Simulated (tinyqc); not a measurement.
X-ray photoelectron analysis of a thin oxide on a semiconductor: attenuation lengths, thickness, angle series and band offsets: one step, computed by the program tinyqc.

The same element is seen in the oxide and in the substrate, at nearly the same kinetic energy; films are flat and uniform, and the work function is ignored.

Problem. Band offsets by core levels. Valence band offset = (E_core - E_v)(substrate) - (E_core - E_v)(oxide) + (core level separation at the interface, oxide less substrate). The separation is made here from the given offset; a uniform field F that raises the binding energy towards the surface shifts the oxide peak by e F <z>, <z> = d/(1 - exp(-x)) - d/x, x = d/(L_o cos theta), being the mean distance from the interface. Conduction band offset = oxide gap - substrate gap - valence band offset.

Inputs (values chosen for the exercise, modelled on SiO2 on silicon):
```
quantity                                       value   unit
oxide gap                                       8.97     eV
substrate gap                                   1.12     eV
oxide thickness d                                1.5     nm
valence band offset used to make the data       4.63     eV
core level less valence band top, substrate    98.79     eV
core level less valence band top, thick oxide  98.41     eV
field in the oxide                              0.69  MV/cm
```

d/(L_o cos theta) = 0.7473633

Give: separation without field; <z>; separation with field; apparent valence band offset; true conduction band offset; apparent conduction band offset.

Solution.

separation without field = 4.25 eV

<z> = 0.8426 nm

separation with field = 4.308 eV

apparent valence band offset = 4.688 eV

true conduction band offset = 3.22 eV

apparent conduction band offset = 3.162 eV

The field biases both offsets by 0.058 eV, in opposite directions.
